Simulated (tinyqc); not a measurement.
Thickness at fixed voltage: leakage through a gate insulator: direct, Fowler-Nordheim, trap-assisted and Poole-Frenkel currents. Computed by tinyqc, a small Python program. Command: `OMP_NUM_THREADS=1 python tinyqc.py 3030875 3030876 out.jsonl oxideleak sweep`. One thread of a shared host (Intel(R) Xeon(R) Processor @ 2.30GHz), about 0.01 s of CPU time with the checks.

Electrons enter from the cathode Fermi level at x = 0; the conduction band of the insulator lies phi_b - e F x above it, F = V/t. WKB exponents use a parabolic band with mass m.

Inputs (values chosen for the exercise, with an insulator like Al2O3):
```
quantity                          value   unit
barrier phi_b                      2.12     eV
tunnelling mass m                  0.33    m_0
static constant eps_ox             8.81      -
voltage across the insulator V      1.8      V
trap depth phi_t                    1.7     eV
trap density N_t                1.6e+19  cm^-3
attempt rate nu_0                 6e+13    1/s
activation of capture E_a          0.31     eV
temperature T                       200      K
```

Constants: hbar^2/(2 m_0) = 3.80998212 eV angstrom^2; e = 1.602176634e-19 C; hbar = 1.054571817e-34 J s; k_B = 8.617333262e-05 eV/K.

Method:
- For a level a distance phi(x) below the band, the WKB exponent is 2 int kappa dx with kappa = sqrt(m phi/(hbar^2/2m_0)); for a linear barrier from phi_1 down to phi_2 = max(phi_1 - e F d, 0) it is G = (4/3) sqrt(m/(hbar^2/2m_0)) (phi_1^(3/2) - phi_2^(3/2))/(e F).
- J_tun = e^3 F^2/(16 pi^2 hbar m phi_b) x exp(-G) / [1 - sqrt(phi_2/phi_b)]^2 with the free-electron mass in the cathode (m in m_0), phi_2 = max(phi_b - e V, 0): direct tunnelling for e V < phi_b, Fowler-Nordheim above. Image forces, back-flow and the limit on supply are left out, so J_tun is overstated below about 0.5 V.
- Equivalent oxide thickness = 3.9 t/eps_ox.
- A trap at depth x lies phi_t below the band. Capture: tunnel at the cathode Fermi level from 0 to x (G_in from phi_1 = phi_b), rate nu_0 exp(-G_in - E_c/k_B T) with E_c = E_a + max(phi_b - phi_t - e F x, 0), the last term being the height of the trap above the cathode Fermi level. Emission: tunnel from the trap level to the anode (G_out from phi_1 = phi_t over t - x), rate nu_0 exp(-G_out - E_a/k_B T). Re-emission to the cathode follows from detailed balance, rate_back = rate_in exp(dE/k_B T) with dE = phi_b - phi_t - e F x. Each trap passes R = rate_in rate_out/(rate_in + rate_back + rate_out) electrons per second; filling from the anode is left out.
- J_TAT = e N_t int_0^t R dx by the midpoint rule on 400 intervals; the most effective depth is the midpoint with the largest R, rounded to 0.01 nm.
- J = J_tun + J_TAT (the Poole-Frenkel bound is not added); the ratio J/J_tun is the excess that stress-made traps add.

One run for each value:
```
thickness t (nm)  tunnelling current J_tun (A/cm^2)  trap-assisted current J_TAT (A/cm^2)  field F (MV/cm)  J/J_tun
1.6                                       2.957e+04                             2.294e-04            11.25     1.00
2.1                                       7.230e+02                             4.207e-05             8.57     1.00
3.3                                       1.463e-01                             6.600e-07             5.45     1.00
4.1                                       5.968e-04                             4.035e-08             4.39     1.00
5.2                                       3.493e-07                             8.568e-10             3.46     1.00
6.5                                       5.929e-11                             9.003e-12             2.77     1.15
8.2                                       7.840e-16                             2.331e-14             2.20    30.73
```

Give the missing row, thickness t (nm) = 2.6.

Computed row:
```
thickness t (nm)  tunnelling current J_tun (A/cm^2)  trap-assisted current J_TAT (A/cm^2)  field F (MV/cm)  J/J_tun
2.6                                       1.986e+01                             7.517e-06             6.92     1.00
```

Interpolating between the two neighbouring rows (the first column on a logarithmic scale, the others too where they are positive) misses most in tunnelling current J_tun (A/cm^2), by 35 %. Over the rows, tunnelling current J_tun (A/cm^2) falls from 29600 to 7.84e-16 (exponent d ln y / d ln x -14 between the first rows and -48 between the last); trap-assisted current J_TAT (A/cm^2) falls from 2.29e-4 to 2.33e-14 (exponent d ln y / d ln x -6.2 between the first rows and -26 between the last); field F (MV/cm) falls from 11.2 to 2.20 (exponent d ln y / d ln x about -1.0 throughout).

Caution (rows 1.60): this field is near or above the usual breakdown field of such an insulator.
